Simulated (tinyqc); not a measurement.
Classical Heisenberg spin chain: exact results, Metropolis, heat-bath and over-relaxation steps, and a Monte Carlo run: one step, computed by the program tinyqc.

E = -J sum_i s_i . s_(i+1) for unit vectors s_i on an open chain; K = J/(k_B T).

Task: Exact results. Each bond angle is independent, so u = <s_i . s_(i+1)> = coth K - 1/K, <s_i . s_(i+n)> = u^n, correlation length xi = -1/ln|u|, energy per bond -J u, heat capacity per bond c/k_B = 1 - K^2/sinh^2 K, and for the long chain chi = mu^2 (1 + u)/(3 k_B T (1 - u)) per spin.

Inputs (values chosen for the exercise, for a model chain of large moments): coupling J = 23 meV; temperature T = 101 K; moment mu = 4.5 mu_B.

Constants: k_B = 8.617333262e-05 eV/K; mu_B = 5.7883818060e-05 eV/T.

Give: K; u; xi; energy per bond; heat capacity; chi over the Curie value; chi.

Result:

K = 2.643

u = 0.6318

xi = 2.178 sites

energy per bond = -14.53 meV

heat capacity = 0.8570 k_B/bond

chi over the Curie value = 4.431

chi = 0.1989 mu_B/T per spin
